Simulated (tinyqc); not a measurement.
Interpolating the pair or each band alone: Wannier functions of a composite (isolated) pair of valence bands (bonds of an sp chain).

Each atom has a hybrid pointing left (<) and right (>). H(k): diagonal +V3 on A, -V3 on B; <A<|A>> = -V1a, <B<|B>> = -V1b, <A>|B<> = -V2, <B>|A<> = -V2p exp(ik); k in 1/a, Bloch sums with exp(ikR). The two lowest bands are filled. Trial functions in cell 0: g1 = cos(c) A> + sin(c) B<, and g2 = sin(c) B> + cos(c) A< of cell 1, whose Bloch vector has cos(c) exp(-ik) on A<. Projection A_mn = <psi_m|g_n>, S = A^+ A, Loewdin U = A S^(-1/2), Bloch-like states w_n = sum_m psi_m U_mn, H_W(k) = U^+ diag(E) U. P = sum_m |psi_m><psi_m| is free of phase choices, and S = g^+ P g, w = P g S^(-1/2).

Parameters, chosen for this exercise: V2 = 4.77 eV (coupling in the bond A-B inside the cell); V2p = 2.72 eV (coupling in the bond to the next cell); V1a = 1.63 eV (coupling of the two hybrids on A); V1b = 1.71 eV (the same on B); V3 = 1.99 eV (A at +V3, B at -V3); c = 55 degrees (trial bonds cos(c) on A, sin(c) on B).

Largest error on 25 points from 0 to pi. Pair: diagonalise the Hermitian part of sum_R exp(ikR) H(R) over the N cells nearest the origin, with H(R) the mean of exp(-ikR) H_W(k) on the mesh k = 2 pi j/N. Alone: the cosine series of each sorted band on the same mesh.

Errors (meV):
```
N       pair  each band alone
3   16.01115         28.59196
4    0.96469          3.14703
5    0.92857          4.09683
6    0.05398          0.31176
8    0.00557          0.05201
10   0.00055          0.00626
14   0.00001          0.00015
```

smallest spacing of the two filled bands = 2.4220 eV

How do the results move, and what explains it?

At N = 6 the pair errs by 0.054 meV and the single bands by 0.31; at N = 10, 0.00055 against 0.0063. Both fall exponentially: the pair at a rate tied to the gap to the empty bands (4.78 eV), the single bands at a slower one tied to their own spacing (2.422 eV at the closest). Not every column falls at every step, since even meshes hold k = pi and odd ones do not.

tinyqc: `OMP_NUM_THREADS=1 python tinyqc.py 1450555 1450556 out.jsonl`; about 0.2 s, one thread, shared Intel(R) Xeon(R) Processor @ 2.30GHz.
